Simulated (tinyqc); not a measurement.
Transfer-length model of a contact: one step of the calculation.

A metal contact of length d and width W on a thin layer of the same width. The metal has no resistance, the sheet resistance under it equals Rsh, and current enters the layer at the front edge x = 0.

Problem. Straight-line fit. Pairs of such contacts at gaps L have R_T = Rsh L/W + 2 Rc. The values of R_T were made from Rsh and rc with a random scatter of 1 % and are treated as data. Least squares: slope = sum (L - mean L)(R_T - mean R_T)/sum (L - mean L)^2, intercept = mean R_T - slope mean L. Rsh = slope W, Rc = intercept/2, and A = Rc/slope is half the distance from the origin to the zero of the line.

Parameters, values chosen for the exercise:
```
symbol,value,unit,meaning
W,1.4,um,contact width
```

| gap | L (um) | R_T (ohm) |
|---|---|---|
| 1 | 0.46 | 714.3 |
| 2 | 0.66 | 814.48 |
| 3 | 0.93 | 983.53 |
| 4 | 1.3 | 1187.5 |
| 5 | 1.9 | 1571.8 |

Give: slope; intercept; Rsh; Rc; A.

Solution.

slope = 596.95 ohm/um
intercept = 427.52 ohm
Rsh = 835.73 ohm/sq
Rc = 213.76 ohm
A = 0.35809 um

Computed by the program tinyqc: `OMP_NUM_THREADS=1 python tinyqc.py 2760011 2760012 out.jsonl`, one thread of a shared Intel Xeon 2.30GHz, about 0.01 s for the whole run.
